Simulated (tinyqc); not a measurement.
MOSFET in the linear regime without short-channel effects, parameter extraction from computed curves: one step of the calculation.

Inversion charge Q = Cox n Vt W0(exp((Vg - VT)/(n Vt))), W0 the Lambert function and n = nf; u = Q/Cox; mobility mu = mu0/(1 + th1 u + th2 u^2); channel resistance Rch = (L - dL)/(W mu Q); Id = Vd/(Rch + Rsd/W). Cox = eps0 eox/tox. Small Vd, no channel-length or drain effects.

Question. The Y function. Y_i = Id_i/sqrt(gm_i). For Id = beta Vd x/(1 + th x), x = Vg - VT, Y = sqrt(beta Vd) x whatever th. Slope s from points 4 and 7; VT_Y = Vg - Y/s at point 7; beta = s^2/Vd; mobility beta L/(W Cox) with the drawn L; th* = (beta Vd x/Id - 1)/x at point 7.

Values chosen for this exercise; channel values of the order met in silicon transistors: relative permittivity of the gate insulator (close to silicon dioxide) eox = 3.9; insulator thickness tox = 4.9 nm; low-field mobility mu0 = 160 cm^2/(V s); second mobility attenuation factor th2 = 0 1/V^2; gate width W = 1 um; drawn gate length L = 0.64 um; drawn less effective length dL = 0.016 um; drain voltage Vd = 0.02 V.

Constants: eps0 = 8.8541878128e-14 F/cm where lengths are in cm. Results are converted to the units shown.

```
point	Vg (V)	Id (uA)
0	0.35	4.1499069e-4
1	0.43	0.0062134327
2	0.51	0.058582497
3	0.59	0.20455449
4	0.67	0.39315552
5	0.75	0.58612335
6	0.83	0.77103720
7	0.91	0.94426106
8	0.99	1.1051278
```

gm, point 1 to 7 (uS): 0.36354691  1.2396316  2.0910814  2.3848054  2.3617605  2.2383607  2.0880663

Find: Y; s; VT_Y; beta; mobility from Y; th*.

Answer.

Y, point 1 to 7 (uA^0.5 V^0.5): 0.01031  0.05262  0.1415  0.2546  0.3814  0.5154  0.6535
s = 1.662 uA^0.5 V^-0.5
VT_Y = 0.5168 V
beta = 138.1 uA/V^2
mobility from Y = 125.4 cm^2/(V s)
th* = 0.3819 1/V

The mobility from Y is 24 % below mu0 L/(L - dL) = 164 cm^2/(V s), which it should reach in deep inversion when th2 = 0.

tinyqc, about 0.01 s, one thread, Intel Xeon 2.30GHz (shared host): `OMP_NUM_THREADS=1 python tinyqc.py 2210015 2210016 out.jsonl`
